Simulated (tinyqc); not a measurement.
# Zero-field barrier from two thresholds

Inverse problem. The photoemission threshold over an interface barrier is Phi = P0 - sqrt(q F/(4 pi eps0 ei)). Find P0 and ei.

Constants: q = 1.602176634e-19 C, eps0 = 8.8541878128e-14 F/cm where lengths are in cm. Results are converted to the units shown.

thresholds at F = 0.3 and 4.9 MV/cm (eV): 1.3148350  1.0253952

Solution. Phi is linear in sqrt(F): the intercept is P0 and the slope gives ei.

P0 = 1.410 eV
ei = 4.770

tinyqc, about 0.01 s, one thread, Intel Xeon 2.30GHz (shared host): `OMP_NUM_THREADS=1 python tinyqc.py 2410016 2410017 out.jsonl`
